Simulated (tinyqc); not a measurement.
Thermoelectric coefficients with energy filtering, Landauer integrals: two steps of the calculation.

Bulk parabolic band, x = (E - Ec)/kB T, C = hbar^2/(2 m0), kB T in eV. Modes per area gv m kB T x/(4 pi C) times the back-scattering length l0 x^rr give the transport function s0 X(x), s0 = (2 q^2/h) gv m kB T l0/(4 pi C), X = x^(1 + rr), multiplied by tb for x < xb. I_k = int X (x - eta)^k w dx, w = 1/(4 cosh^2((x - eta)/2)).

Parameters, values chosen for the exercise:

| symbol | value | unit | meaning |
|---|---|---|---|
| T | 300 | K | temperature |
| m | 0.89 | m0 | mass of one valley |
| gv | 1 |  | valleys |
| l0 | 0.34 | nm | back-scattering length at x = 1 |
| rr | 2 |  | energy exponent of that length |
| eta | 2.1 |  | reduced Fermi level (EF - Ec)/kB T |
| xb | 1.4 |  | barrier height over kB T, above Ec |
| tb | 0.1 |  | share of the transport function left below the barrier |
| xa | 0 |  | lower end of the grid |
| xe | 14 |  | upper end of the grid |
| nE | 13 |  | points of the grid |

Constants: q = 1.602176634e-19 C, kB = 1.380649e-23 J/K, hbar = 1.054571817e-34 J s, h = 6.62607015e-34 J s, m0 = 9.1093837015e-31 kg, Vt = kB T/q, hbar^2/(2 m0) = 0.0380998212 eV nm^2. Results are converted to the units shown.

Question 1. The three integrals on a coarse grid. Simpson's rule on nE equally spaced points from xa to xe.

Wanted: x; X; w; X w; I_0, I_1, I_2 on this grid.

Answer 1.

```
point      x       X         w      X w
0       0.00       0   0.09719        0
1       1.17  0.1588    0.2026  0.03217
2       2.33   12.70    0.2466    3.133
3       3.50   42.88    0.1587    6.804
4       4.67   101.6   0.06623    6.731
5       5.83   198.5   0.02281    4.527
6       7.00   343.0  0.007337    2.517
7       8.17   544.7  0.002308    1.257
8       9.33   813.0  7.211e-4   0.5863
9      10.50    1158  2.248e-4   0.2602
10     11.67    1588  7.001e-5   0.1112
11     12.83    2114  2.180e-5  0.04609
12     14.00    2744  6.790e-6  0.01863
```

I_0, I_1, I_2 on this grid: 30.29  84.90  342.2

Question 2. Coefficients of the electrons. sigma = s0 I_0, S = -(kB/q) I_1/I_0, Lorenz number L = (kB/q)^2 [I_2/I_0 - (I_1/I_0)^2], kappa_e = L sigma T.

converged I_0, I_1, I_2: 30.540196  84.708724  346.76932

Find: s0; sigma; S; L; kappa_e.

Answer 2.

s0 = 12.660 S/cm
sigma = 386.63 S/cm
S = -239.02 uV/K
L = 2.7188 x 1e-8 V^2/K^2
kappa_e = 0.31535 W/(m K)

L is 11 % above the Sommerfeld value (pi^2/3)(kB/q)^2 = 2.443e-8 V^2/K^2.

Range of the model: Parabolic bands, elastic scattering and a fixed kL make these model figures, not those of a material.

tinyqc, about 0.01 s, one thread, Intel Xeon 2.30GHz (shared host): `OMP_NUM_THREADS=1 python tinyqc.py 2800015 2800016 out.jsonl`
